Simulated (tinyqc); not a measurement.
Free and trapped electrons in a MOS channel with a dense trap tail: one step of the calculation.

p-type body, charge-sheet picture, full ionisation (an idealisation for deep acceptors), Boltzmann statistics for free electrons. e = Ec - EF at the surface. Acceptor-like traps of density D(E) = D0 + De exp(-E/Ew) at depth E below Ec, from 0 to Eu, hold n_t = integral of D(E)/(1 + exp((e - E)/Vt)). psi = Eg - Vt ln(Nv/Na) - e; N_dep = sqrt(2 eps0 eps_r Na (psi - Vt)/q); n_f = sqrt(N_dep^2 + 2 eps0 eps_r Vt Nc exp(-e/Vt)/q) - N_dep; Vg = Vfb + psi + q (N_dep + n_t + n_f)/Cox, Cox = eps0 eox/tox.

Question. Charges and gate voltage. psi, N_dep, n_f and Vg as defined, with the n_t given; free share n_f/(n_f + n_t); apparent mobility mf n_f/(n_f + n_t); gate voltage spent on traps q n_t/Cox.

Values chosen for this exercise; band and dielectric values close to those of 4H silicon carbide:
- T = 400 K (temperature)
- Eg = 3.32 eV (band gap)
- eps_r = 9.88 (relative permittivity)
- Nc = 2.59e19 cm^-3 (conduction-band density of states at T)
- Nv = 3.83e19 cm^-3 (valence-band density of states at T)
- eox = 3.9 (relative permittivity of the insulator)
- tox = 56 nm (insulator thickness)
- Na = 1.8e16 cm^-3 (acceptor density)
- Vfb = -2.19 V (flat-band voltage without trapped charge)
- mf = 160 cm^2/(V s) (mobility of free electrons)
- e = 0.167 eV (Ec - EF at the surface)

Constants: q = 1.602176634e-19 C, kB = 1.380649e-23 J/K, Vt = kB T/q, eps0 = 8.8541878128e-14 F/cm where lengths are in cm. Results are converted to the units shown.

n_t = 6.4445246e11 cm^-2

Wanted: psi; N_dep; n_f; Vg; free share; apparent mobility; gate voltage spent on traps.

Answer.

psi = 2.889 V
N_dep = 7.490e11 cm^-2
n_f = 4.957e10 cm^-2
Vg = 4.448 V
free share = 7.142 %
apparent mobility = 11.43 cm^2/(V s)
gate voltage spent on traps = 1.674 V

tinyqc, about 0.02 s, one thread, Intel Xeon 2.30GHz (shared host): `OMP_NUM_THREADS=1 python tinyqc.py 2222212 2222213 out.jsonl`
